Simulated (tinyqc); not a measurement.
Biaxially strained (001) channel, valley splitting in an inversion layer: one step of the calculation.

A thin layer grown on a relaxed buffer is stretched in the plane. The two valleys with their long axis along the growth direction (D2) sink against the four in-plane ones (D4); confinement in a triangular well splits them too. Only the lowest subband of each set is kept; one relaxation time, so the weakening of intervalley scattering is left out.

Question. Critical thickness by substitution. Critical thickness (Matthews-Blakeslee, 60-degree dislocations): h = bv (1 - nu/4)[ln(h/bv) + 1]/(4 pi e_par (1 + nu)), nu = c12/(c11 + c12). The right side gives h(new); e_par = b1 x.

Parameters, values chosen for the exercise; values close to those of silicon on relaxed silicon-germanium:

| symbol | value | unit | meaning |
|---|---|---|---|
| x | 0.08 |  | germanium share of the relaxed buffer |
| b1 | 0.0418 |  | lattice mismatch per unit x |
| c11 | 170 | GPa | elastic constant |
| c12 | 65.1 | GPa | elastic constant |
| bv | 0.384 | nm | Burgers vector |

h after iteration 1 = 28.373972 nm

Find: h after iteration 2.

Answer.

h after iteration 2 = 35.32 nm

tinyqc, about 0.02 s, one thread, Intel Xeon 2.30GHz (shared host): `OMP_NUM_THREADS=1 python tinyqc.py 2530051 2530052 out.jsonl`
